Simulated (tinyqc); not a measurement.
Collinear exchange A + BC -> AB + C on a London-Eyring-Polanyi-Sato surface: saddle, string of images and rate. Inputs raised by 5 %, one at a time. Computed by tinyqc, a small Python program. Command: `OMP_NUM_THREADS=1 python tinyqc.py 3113895 3113896 out.jsonl leps sens`. One thread of a shared host (Intel(R) Xeon(R) Processor @ 2.30GHz), about 0.4 s of CPU time with the checks.

x = r(AB), y = r(BC), r(AC) = x + y. V is counted from separated atoms, the barrier from A + BC, that is V + D(BC).

Inputs (values chosen for the exercise, for a model exchange): D(AB) = 4.13 eV; r0(AB) = 1.38 angstrom; beta(AB) = 1.75 1/angstrom; D(BC) = 3.06 eV; r0(BC) = 0.966 angstrom; beta(BC) = 1.67 1/angstrom; D(AC) = 3.6 eV; r0(AC) = 1.43 angstrom; beta(AC) = 1.51 1/angstrom; Sato parameter S = 0.12; mass of A = 1.008 u; mass of B = 19 u; mass of C = 35 u; temperature T = 700 K; step of the string = 0.02 angstrom^2/eV.

Constants: nu for 1 eV/(angstrom^2 u) = 15.6333042 THz; h x 1 THz = 4.135667696 meV; k_B = 1.380649e-23 J/K; u = 1.6605390666e-27 kg; k_B = 8.617333262e-05 eV/K.

Method:
- For each pair, with u = exp(-beta (r - r0)): Q = D [(3 + S) u^2 - (2 + 6 S) u]/(4 (1 + S)), J = D [(1 + 3 S) u^2 - (6 + 2 S) u]/(4 (1 + S)); V = Q1 + Q2 + Q3 - sqrt(((J1 - J2)^2 + (J2 - J3)^2 + (J3 - J1)^2)/2).
- String of 9 images between the fixed ends (r0(AB) + 2, r0(BC)) and (r0(AB), r0(BC) + 2), started on the two straight legs through (r0(AB) + 0.3, r0(BC) + 0.3): each iteration moves the inner images by -step x gradient (central differences) and spaces them evenly again along the broken line (coordinates are kept between 0.2 and 8 angstrom); stop when no coordinate changes by more than 1e-5 angstrom, at most 400 iterations.
- From the highest inner image, z -> z - H^-1 g with gradient g and Hessian H by central differences, steps capped at 0.15 angstrom, 12 steps.
- Wilson matrix G = [[1/m_A + 1/m_B, -1/m_B], [-1/m_B, 1/m_B + 1/m_C]]; eigenvalues lambda of G H give nu = 15.6333042 THz x sqrt(|lambda|), the negative one being imaginary. Reactant: nu_BC from k = 2 D beta^2 and 1/m_B + 1/m_C. Skew angle: cos = sqrt(m_A m_C/((m_A + m_B)(m_B + m_C))).
- One-dimensional rate constant without tunnelling, k = sqrt(k_B T/(2 pi mu)) [sinh(h nu_BC/(2 k_B T))/sinh(h nu_s/(2 k_B T))] exp(-barrier/(k_B T)) with mu = m_A (m_B + m_C)/(m_A + m_B + m_C); Wigner factor 1 + (h nu_i/(k_B T))^2/24; adiabatic barrier = barrier + h (nu_s - nu_BC)/2.

Runs:
```
input moved             from      to  barrier (eV)  imaginary frequency (THz)  real frequency at the saddle (THz)  rate constant k (cm/s)
base run                   -       -       0.13019                     17.958                              16.447                   12672
Sato parameter S        0.12   0.126       0.11746                     17.218                              16.463                   15632
D(AB) (eV)              4.13  4.3365       0.10929                     16.478                              16.470                   17891
D(BC) (eV)              3.06   3.213       0.15287                     19.078                              16.941                    8657
beta(AC) (1/angstrom)   1.51  1.5855       0.10719                     16.194                              16.489                   18502
mass of A (u)          1.008  1.0584       0.13019                     17.620                              16.366                   12440
mass of B (u)             19   19.95       0.13019                     17.876                              16.263                   12603
temperature T (K)        700     735       0.13019                     17.958                              16.447                   14373
```

Exponents ln(y'/y) / ln(x'/x):
```
input             barrier  imaginary frequency  real frequency at the saddle  rate constant k
Sato parameter S   -2.109               -0.862                         0.020            4.303
D(AB)              -3.587               -1.762                         0.029            7.069
D(BC)               3.291                1.240                         0.606           -7.810
beta(AC)           -3.984               -2.119                         0.053            7.757
mass of A           0.000               -0.390                        -0.101           -0.379
mass of B           0.000               -0.094                        -0.230           -0.112
temperature T       0.000                0.000                         0.000            2.582
```

Among the inputs moved here: barrier answers most in size to beta(AC) (exponent -3.984), next to D(AB) (-3.587); its exponent is below 0.0005 for mass of A, mass of B, temperature T. Its exponent 0.000 in mass of A: masses do not enter the surface. Its exponent 0.000 in mass of B: masses do not enter the surface. Imaginary frequency answers most in size to beta(AC) (exponent -2.119), next to D(AB) (-1.762); its exponent is below 0.0005 for temperature T. real frequency at the saddle answers most in size to D(BC) (exponent +0.606), next to mass of B (-0.230); its exponent is below 0.0005 for temperature T. rate constant k answers most in size to D(BC) (exponent -7.810), and about equally to beta(AC) (+7.757).
